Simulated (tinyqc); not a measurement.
Nudged elastic band on a two-dimensional model surface: one step, computed by the program tinyqc. Command: `OMP_NUM_THREADS=1 python tinyqc.py 3003380 3003381 out.jsonl neb walk`. One thread of a shared host (Intel(R) Xeon(R) Processor @ 2.30GHz), about 0.1 s of CPU time with the checks.

V(x, y) = -A (cos kx + cos ky) - B cos kx cos ky + (C sin ky + S sin kx)(1 - cos kx), k = 2 pi/a; the atom hops from the minimum at (0, 0) to that at (a, 0).

Question. Iteration 2. Tangent at image i: towards the higher neighbour if the energies rise or fall through i; at a maximum or minimum, tau = t+ dmax + t- dmin if V(i+1) > V(i-1), else t+ dmin + t- dmax, with t+ = R(i+1) - R(i), t- = R(i) - R(i-1) and dmax, dmin the larger and smaller of |V(i+1) - V(i)| and |V(i-1) - V(i)|; then normalise. Force F = -grad V + (grad V.tau) tau + k_s (|t+| - |t-|) tau. With a climbing image, the highest image feels instead F = -grad V + 2 (grad V.tau) tau and no spring. Update R(new) = R + eta F; the end points stay fixed.

Inputs (values chosen for the exercise, for a model surface): amplitude A = 0.37 eV; amplitude B = 0.073 eV; skew C = 0.09 eV; asymmetry S = -0.032 eV; period a = 3.7 angstrom; spring constant k_s = 0.31 eV/angstrom^2; step factor eta = 0.35 angstrom^2/eV.

Surface: adatom on a square lattice. Climbing image: on.

images after iteration 1 (angstrom), rows image 1, image 2, image 3, columns x, y:
$$\begin{pmatrix}
0.925000 & -0.053492 \\
1.888039 & -0.106984 \\
2.775000 & -0.053492
\end{pmatrix}$$

positions (angstrom), rows start, end, saddle, columns x, y:
$$\begin{pmatrix}
0.000000 & 0.000000 \\
3.700000 & 0.000000 \\
1.944837 & -0.318338
\end{pmatrix}$$

Give: unit tangents; forces; images after iteration 2.

Answer.

unit tangents, rows image 1, image 2, image 3, columns x, y:
$$\begin{pmatrix}
0.99846 & -0.05546 \\
0.99999 & 0.00437 \\
0.99819 & 0.06020
\end{pmatrix}$$

forces (eV/angstrom), rows image 1, image 2, image 3, columns x, y:
$$\begin{pmatrix}
0.00438 & -0.13342 \\
0.06329 & -0.20861 \\
0.02034 & -0.14176
\end{pmatrix}$$

images after iteration 2 (angstrom), rows image 1, image 2, image 3, columns x, y:
$$\begin{pmatrix}
0.9265 & -0.1002 \\
1.9102 & -0.1800 \\
2.7821 & -0.1031
\end{pmatrix}$$
